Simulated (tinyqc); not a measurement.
## Free and trapped electrons in a MOS channel with a dense trap tail: effect of the acceptor density

p-type body, charge-sheet picture, full ionisation (an idealisation for deep acceptors), Boltzmann statistics for free electrons. e = Ec - EF at the surface. Acceptor-like traps of density D(E) = D0 + De exp(-E/Ew) at depth E below Ec, from 0 to Eu, hold n_t = integral of D(E)/(1 + exp((e - E)/Vt)). psi = Eg - Vt ln(Nv/Na) - e; N_dep = sqrt(2 eps0 eps_r Na (psi - Vt)/q); n_f = sqrt(N_dep^2 + 2 eps0 eps_r Vt Nc exp(-e/Vt)/q) - N_dep; Vg = Vfb + psi + q (N_dep + n_t + n_f)/Cox, Cox = eps0 eox/tox.

Vfb is held fixed. VT is the Vg for n_f = 1e11 cm^-2; swing ln 10 n_f/(dn_f/dVg) at n_f = 1e8 cm^-2; the last three columns are for Vg = VT + 4.4 V, with free share n_f/(n_f + n_t) and field-effect mobility mf q (dn_f/dVg)/Cox; there EF is near the band edge, where Boltzmann statistics are rough.

Values chosen for this exercise; band and dielectric values close to those of gallium nitride:

| symbol | value | unit | meaning |
|---|---|---|---|
| T | 300 | K | temperature |
| Eg | 3.4 | eV | band gap |
| eps_r | 9.39 |  | relative permittivity |
| Nc | 2.31e18 | cm^-3 | conduction-band density of states at T |
| Nv | 4.52e19 | cm^-3 | valence-band density of states at T |
| eox | 3.9 |  | relative permittivity of the insulator |
| tox | 55 | nm | insulator thickness |
| Vfb | -2.45 | V | flat-band voltage without trapped charge |
| D0 | 1.8e10 | cm^-2 eV^-1 | constant background density of acceptor-like traps |
| De | 1.5e13 | cm^-2 eV^-1 | density of the tail at the conduction edge |
| Ew | 0.09 | eV | decay energy of the tail |
| Eu | 0.51 | eV | depth below Ec down to which the traps reach |
| mf | 78 | cm^2/(V s) | mobility of free electrons |

Constants: q = 1.602176634e-19 C, kB = 1.380649e-23 J/K, Vt = kB T/q, eps0 = 8.8541878128e-14 F/cm where lengths are in cm. Results are converted to the units shown.

Effect of the acceptor density:
```
Na (cm^-3)	e at VT (eV)	VT (V)	q n_t/Cox at VT (V)	swing (mV/decade)	n_f (cm^-2)	free share (%)	field-effect mobility (cm^2/(V s))
1e15	0.06754	3.093	1.780	225.3	1.210e12	48.78	69.60
2e15	0.06021	3.436	1.908	243.8	1.251e12	49.40	70.71
6e15	0.04773	4.181	2.134	278.5	1.323e12	50.48	72.45
1e16	0.04166	4.643	2.246	297.3	1.358e12	51.01	73.19
3e16	0.02819	6.011	2.493	345.4	1.437e12	52.14	74.52
8e16	0.01585	7.889	2.707	399.8	1.504e12	53.08	75.35
2e17	0.004151	10.56	2.889	464.2	1.558e12	53.80	75.78
5e17	-0.007652	14.64	3.044	547.2	1.597e12	54.31	75.92
```

Read the table: what changes, and by how much?

As Na goes from 1e15 to 5e17, VT rises from 3.09 to 14.6 V, its part due to traps rises from 1.78 to 3.04 V, the swing rises from 225 to 547 mV/decade and the field-effect mobility rises from 69.6 to 75.9 cm^2/(V s). Most of the rise of VT is depletion charge; the trap part grows since the same n_f needs EF nearer the band edge at heavier doping. For Na = 6e15, 1e16, 3e16, 8e16, 2e17, 5e17 e is under 2 Vt already at VT, so VT too is rough.

Computed by the program tinyqc: `OMP_NUM_THREADS=1 python tinyqc.py 2222199 2222200 out.jsonl`, one thread of a shared Intel Xeon 2.30GHz, about 0.02 s for the whole run.
